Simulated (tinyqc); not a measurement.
Worked calculation: field-effect mobility of a thin-film transistor with band-tail and deep states (multiple trapping). Computed by tinyqc, a small Python program that keeps every step. Command: `OMP_NUM_THREADS=1 python tinyqc.py 3017698 3017699 out.jsonl tft walk`. One thread of a shared host (Intel(R) Xeon(R) Processor @ 2.30GHz), about 0.06 s of CPU time with the checks. Intermediate numbers are printed to about 5 digits and carried at full precision; extremes and crossings named in words are read from the listed rows.

A thick film in accumulation at small drain voltage. Only free electrons move; trapped ones still screen the gate. N_c and mu_0 are held fixed when T changes, leaving out the T^(3/2) growth of N_c. x = E_0 - psi is the distance of the Fermi level below the band edge.

Inputs (values chosen for the exercise, modelled on amorphous silicon):
```
quantity                                           value         unit
permittivity eps                                    11.8            -
effective density of states N_c                    2e+20       1/cm^3
band mobility mu_0                                    11   cm^2/(V s)
tail density at the edge g_t                     4.5e+21  1/(eV cm^3)
tail width E_t                                        47          meV
flat-band Fermi level below the edge, E_0            0.7           eV
equivalent oxide thickness t                          19           nm
surface band bending psi_s as a fraction of E_0     0.65            -
temperature T                                        300            K
```

Deep states: none.

Constants: k_B = 8.617333262e-05 eV/K; e = 1.602176634e-19 C; eps_0 = 8.8541878128e-12 F/m.

## Free and trapped densities

F_j(eta) = int_0^infinity x^j/(1 + exp(x - eta)) dx, without a gamma-function factor. Integrals over x = E/(k_B T) use 160 Gauss-Legendre points in u = sqrt(x) from 0 to sqrt(max(eta, 0) + 32). Free n(x) = N_c (2/sqrt(pi)) F_1/2(-x/k_B T), with F_1/2 from its two-term series in exp(-x/k_B T) for x >= 12 k_B T; tail n_t(x) = int_0^1.2eV g_t exp(-E/E_t)/(1 + exp((x - E)/k_B T)) dE, E counted down from the edge, 120 Gauss-Legendre points; space charge rho(psi) = n + n_t less its value at psi = 0.

Local densities at x = 0.4, 0.3, 0.2, 0.15, 0.1, 0.05, 0 and -0.05 eV:
```
x (eV)  n (1/cm^3)  n_t (1/cm^3)  n/(n + n_t)
0.40    3.8135e+13    7.4445e+16   5.1200e-04
0.30    1.8249e+15    6.2303e+17   2.9206e-03
0.20    8.7319e+16    5.1374e+18   1.6713e-02
0.15    6.0350e+17    1.4432e+19   4.0138e-02
0.10    4.1488e+18    3.8709e+19   9.6803e-02
0.05    2.7540e+19    9.1884e+19   2.3061e-01
0.00    1.5303e+20    1.6346e+20   4.8353e-01
-0.05   5.4562e+20    2.0152e+20   7.3028e-01
```

E_t/k_B T = 1.82: deep in the tail n_t follows exp(-x/E_t), more slowly than n, so the free share grows as the Fermi level rises.

## One gate voltage

Poisson: F(psi) = sqrt((2 e/(eps eps_0)) int_0^psi rho dpsi'); V_G - V_FB = psi_s + eps F(psi_s) t/3.9; free sheet density N_f = int (n - n(E_0))/F dpsi; induced sheet density N_i = eps eps_0 F(psi_s)/e; trapezoid rule on 301 even points in psi, the first interval left out of N_f. mu_eff = mu_0 N_f/N_i; field-effect mobility mu_FE = mu_0 e (dN_f/dV_G)/C_ox and swing S = dV_G/dlog10(N_f), by a central difference of +/- 2 mV in psi_s; C_ox = 3.9 eps_0/t.

surface field = 170.29 kV/cm

V_G - V_FB = 1.4340 V

free sheet density N_f = 3.2095e+09 1/cm^2

induced sheet density N_i = 1.1105e+12 1/cm^2

effective mobility mu_eff = 0.031791 cm^2/(V s)

field-effect mobility mu_FE = 0.076491 cm^2/(V s)

swing S = 937.37 mV/decade

0.29 % of the induced charge is free. mu_FE exceeds mu_eff because the free share is still growing with V_G. The swing is 15.75 times the ideal ln(10) k_B T/e.

## Transfer curve

The formulas are those given above.

Against the band bending:
```
psi_s (V)  V_G - V_FB (V)  N_f (1/cm^2)  mu_eff (cm^2/(V s))  mu_FE (cm^2/(V s))  S (mV/decade)
0.24                0.338    8.0784e+06           8.0229e-04          1.0321e-03            175
0.35                0.670    1.6984e+08           5.1491e-03          1.0416e-02            364
0.43                1.180    1.5928e+09           2.0584e-02          4.8185e-02            738
0.50                2.079    1.1335e+10           6.9602e-02          1.7359e-01           1459
0.56                3.543    6.1019e+10           1.9837e-01          5.1047e-01           2670
0.62                6.228    3.2770e+11           5.6667e-01          1.4887e+00           4918
0.66                9.149    9.8947e+11           1.1303e+00          2.9598e+00           7468
0.71               14.746    3.5770e+12           2.4713e+00          5.9039e+00          13530
0.77               25.176    1.1708e+13           4.6518e+00          8.6812e+00          30111
```

The steepest swing among the rows is 175 mV/decade. mu_eff climbs from 8.0e-4 to 4.7, 42 % of mu_0 in the last row. Between rows 6 and 7 N_f scales as (V_G - V_FB - psi_s)^2.67; an exponential tail holding all the charge would give the larger of 1 and 2 E_t/k_B T - 1, here 2.64, and free charge alone 1. The last row needs an oxide field above 5 MV/cm, near or beyond breakdown.

Checks made by the program: tail integral against adaptive quadrature (relative difference below 1e-10).
